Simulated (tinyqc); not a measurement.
From results back to parameters: heavy doping: gap narrowing, degeneracy and the minority density. Three cases, with inputs chosen for the exercise.

Problem. The minority density was computed from a hidden true narrowing dEg.

F_j(eta) = (1/Gamma(j + 1)) integral_0^infinity x^j dx/(1 + exp(x - eta)), which tends to exp(eta) for eta << 0.

Majority: N = Nc F_1/2(eta), eta the distance of EF beyond the majority band edge in kT. Degeneracy factor gam = F_1/2(eta)/exp(eta). ni0^2 = Nc Nv exp(-Eg/kT); product n p = ni0^2 gam exp(dEg/kT), dEg the true narrowing; apparent narrowing dEa = dEg + kT ln gam; minority density = n p/N.

Constants: kB = 8.617333262e-05 eV/K.

Case 1.

Values chosen (gap and densities of states near those of GaAs at this temperature; narrowing constants of the size fitted for Si, not for this material; shifted at random, so the results belong to these values and not to a real crystal): N = 7.3e+16 1/cm^3 (ionised donors, equal to the majority density); Eg = 1.427 eV (gap); Nc = 4.54e+17 1/cm^3 (conduction-band density of states); Nv = 9.16e+18 1/cm^3 (valence-band density of states); T = 300 K.

minority density = 6.46848e-05 1/cm^3

Case 2.

Values chosen (gap and densities of states near those of Si at this temperature; narrowing constants near the fits for Si; shifted at random, so the results belong to these values and not to a real crystal): N = 5.1e+19 1/cm^3 (ionised donors, equal to the majority density); Eg = 1.075 eV (gap); Nc = 5.13e+19 1/cm^3 (conduction-band density of states); Nv = 1.95e+19 1/cm^3 (valence-band density of states); T = 450 K.

minority density = 9.67200e+07 1/cm^3

Case 3.

Values chosen (gap and densities of states near those of Si at this temperature; narrowing constants near the fits for Si; shifted at random, so the results belong to these values and not to a real crystal): N = 2.2e+19 1/cm^3 (ionised donors, equal to the majority density); Eg = 1.089 eV (gap); Nc = 5.05e+19 1/cm^3 (conduction-band density of states); Nv = 2.03e+19 1/cm^3 (valence-band density of states); T = 450 K.

minority density = 1.76463e+08 1/cm^3

Find: dEa; gam; dEg.

Solution. dEa = kT ln(minority x N/ni0^2); gam follows from N alone, and dEg = dEa - kT ln gam.

Case 1.

dEa = 1.65 meV
gam = 0.9449
dEg = 3.12 meV

Case 2.

dEa = 65.40 meV
gam = 0.7070
dEg = 78.84 meV

Case 3.

dEa = 69.16 meV
gam = 0.8580
dEg = 75.10 meV

Computed by tinyqc, one run a case: `OMP_NUM_THREADS=1 python tinyqc.py N N+1 out.jsonl` with N = 1652739, 1680028, 1680038; one thread of a shared Intel(R) Xeon(R) Processor @ 2.30GHz, about 0.02 s a run at most.
